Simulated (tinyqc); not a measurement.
Electron continuity equation in a given potential, Scharfetter-Gummel discretisation: one step of the calculation.

Steady state in one dimension: J = q mu n E + q D dn/dx with E = -dpsi/dx and D = mu Vt, dJ/dx = q (n/tau - G), fixed densities nL and nR at the ends. The potential is given, psi = 0 for x < L/2 and U (2 x/L - 1) beyond, and is not changed by the electrons.

Question. Densities and current. B(d) = d/(exp(d) - 1) with d_i = (psi_(i+1) - psi_i)/Vt; b and f are the diagonal and right side of the balance equations. Solve B(-d_(i-1)) n_(i-1) + b_i n_i + B(d_i) n_(i+1) = f_i (end values already in f), then J_i = (q D/h) [n_(i+1) B(d_i) - n_i B(-d_i)], h = L/9, D = mu Vt.

Inputs (values chosen for the exercise); mobility close to that of silicon at room temperature:
- T = 273 K (temperature)
- mu = 1340 cm^2/(V s) (electron mobility)
- L = 5.2 um (length of the region)
- nL = 5.9e12 cm^-3 (density at x = 0)
- nR = 0 cm^-3 (density at x = L)

Constants: q = 1.602176634e-19 C, kB = 1.380649e-23 J/K, Vt = kB T/q. Results are converted to the units shown.

B(d_i), interval 0 to 8: [1, 1, 1, 1, 0.52318948, 0.24581054, 0.24581054, 0.24581054, 0.24581054]
B(-d_i), interval 0 to 8: [1, 1, 1, 1, 1.7039504, 2.6073323, 2.6073323, 2.6073323, 2.6073323]
diagonal b, node 1 to 8: [-2.2462708, -2.2462708, -2.2462708, -2.9502212, -3.3767926, -3.0994137, -3.0994137, -3.0994137]
right side f, node 1 to 8 (cm^-3): [-5.9e12, 0, 0, 0, 0, 0, 0, 0]

Give: n; J.

Answer.

n, node 0 to 9 (cm^-3): [5.900e12, 3.550e12, 2.074e12, 1.108e12, 4.154e11, 2.244e11, 2.033e11, 1.832e11, 1.542e11, 0]
J, interval 0 to 8 (A/cm^2): [-0.2055, -0.1290, -0.0844, -0.0605, -0.0516, -0.0468, -0.0424, -0.0385, -0.0351]

tinyqc, about 0.01 s, one thread, Intel Xeon 2.30GHz (shared host): `OMP_NUM_THREADS=1 python tinyqc.py 2220137 2220138 out.jsonl`
